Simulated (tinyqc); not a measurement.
Worked calculation: sp3 tight binding, zinc-blende lattice. One step of it, computed by the program tinyqc.

Task: Bloch Hamiltonian at L. Slater-Koster rules over the four bonds with direction cosines (l, m, n): ss V_ss; s-px l V_sp; px-s -l V_sp; px-px l^2 V_pps + (1 - l^2) V_ppp; px-py l m (V_pps - V_ppp); each times exp(i k.d).

Parameters chosen for this model: zinc-blende lattice, anion at 0, cation at a/4 (1,1,1); V = eta hbar^2 / (m d^2), hbar^2/m = 7.619964 eV angstrom^2:
```
parameter          value      unit
a               3.900000  angstrom
d               1.688750  angstrom
Es anion      -13.560000        eV
Ep anion       -7.860000        eV
Es cation     -13.560000        eV
Ep cation      -7.860000        eV
eta ss         -1.320000
eta sp          1.420000
eta pp sigma    2.220000
eta pp pi      -0.630000
V ss           -3.526926        eV
V sp            3.794118        eV
V pp sigma      5.931649        eV
V pp pi        -1.683306        eV
```

k point L (2 pi / a): 0.500000  0.500000  0.500000

Give: H(k) at L.

Result:

H(k) at L (eV), lower triangle (Hermitian):
```
                  a s             a px             a py             a pz
a s          -13.5600
a px           0.0000          -7.8600
a py           0.0000           0.0000          -7.8600
a pz           0.0000           0.0000           0.0000          -7.8600
c s   -4.9878-4.9878i   3.0979+3.0979i   3.0979+3.0979i   3.0979+3.0979i
c px  -3.0979-3.0979i   1.2092+1.2092i  -3.5897-3.5897i  -3.5897-3.5897i
c py  -3.0979-3.0979i  -3.5897-3.5897i   1.2092+1.2092i  -3.5897-3.5897i
c pz  -3.0979-3.0979i  -3.5897-3.5897i  -3.5897-3.5897i   1.2092+1.2092i

           c s     c px     c py     c pz
c s   -13.5600
c px    0.0000  -7.8600
c py    0.0000   0.0000  -7.8600
c pz    0.0000   0.0000   0.0000  -7.8600
```
